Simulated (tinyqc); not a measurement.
Choosing the offset: vacuum evaporation: vapour pressure, source flux, thickness distribution, purity and step coverage. Computed by tinyqc, a small Python program. Command: `OMP_NUM_THREADS=1 python tinyqc.py 3113369 3113370 out.jsonl evap walk`. One thread of a shared host (Intel(R) Xeon(R) Processor @ 2.30GHz), about 0.01 s of CPU time with the checks.

Molecular flow, unit sticking of the metal, no re-evaporation. The background gas is taken as water vapour (18.015 g/mol, collision diameter 0.37 nm) at 300 K.

Inputs (values chosen for the exercise, modelled on gallium, with constants for the liquid): directionality n = 1; source-to-wafer distance h = 53 cm; wafer radius R = 2.5 cm.

Method. Rotating wafer, source offset by s and facing upwards: thickness at radius r is the mean over the angle a of (1 + (r^2 + s^2 - 2 r s cos a)/h^2)^(-(n + 3)/2), by 360 equal steps; non-uniformity (max - min)/(max + min) over 21 radii from 0 to R. The curvature at the centre vanishes at s/h = sqrt(2/(n + 3)).

Against the offset:
```
s/h  centre thickness  edge over centre  non-uniformity (%)
0.0            1.0000            0.9956             0.22225
0.2            0.9246            0.9962             0.18913
0.4            0.7432            0.9978             0.11252
0.5            0.6400            0.9986             0.07135
0.6            0.5407            0.9993             0.03386
0.7            0.4504            1.0000             0.00219
0.8            0.3718            1.0005             0.02299
0.9            0.3052            1.0008             0.04196
1.1            0.2047            1.0013             0.06459
```

The best row, s/h = 0.7, has 0.0022 % against 0.22 % on the axis, at the price of a rate lower by a factor 2.22; the small-wafer optimum is sqrt(2/(n + 3)) = 0.71.

Extremes, crossings and ranges named in words are read from the listed rows.
